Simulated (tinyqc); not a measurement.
Metal gate on a two-layer dielectric stack with fixed charge and a dipole: one step of the calculation.

Gate, layer 2, layer 1, p-type semiconductor; x runs from the gate inwards. Charges are counted in units of +q. psi is the band bending at the surface, positive towards inversion. Classical charge, Boltzmann statistics, no interface traps.

Task. Equivalent thickness and work-function difference. EOT = 3.9 (t1/e1 + t2/e2), Cox = eps0/(t1/e1 + t2/e2); phi_ms = pM - (chi + Eg - Vt ln(Nv/Na)).

Parameters, values chosen for the exercise; band and dielectric values close to those of germanium, layer 1 close to silicon dioxide, layer 2 close to zirconium oxide:
```
symbol,value,unit,meaning
T,300,K,temperature
Eg,0.648,eV,band gap
Nv,6.04e18,cm^-3,valence-band density of states at T
chi,4.05,eV,electron affinity
Na,1.2e17,cm^-3,acceptor density
pM,5.09,eV,work function of the gate metal
t1,1.7,nm,"thickness of layer 1, next to the semiconductor"
e1,3.93,,relative permittivity of layer 1
t2,2.1,nm,"thickness of layer 2, next to the gate"
e2,24.3,,relative permittivity of layer 2
```

Constants: q = 1.602176634e-19 C, kB = 1.380649e-23 J/K, Vt = kB T/q, eps0 = 8.8541878128e-14 F/cm where lengths are in cm. Results are converted to the units shown.

Give: EOT; Cox; share of layer 1 in the EOT; phi_ms.

Result.

EOT = 2.024 nm
Cox = 1.706 uF/cm^2
share of layer 1 in the EOT = 83.35 %
phi_ms = 0.4933 V

Numbers from tinyqc (`OMP_NUM_THREADS=1 python tinyqc.py 2010039 2010040 out.jsonl`; about 0.01 s on one thread of a shared Intel Xeon 2.30GHz).
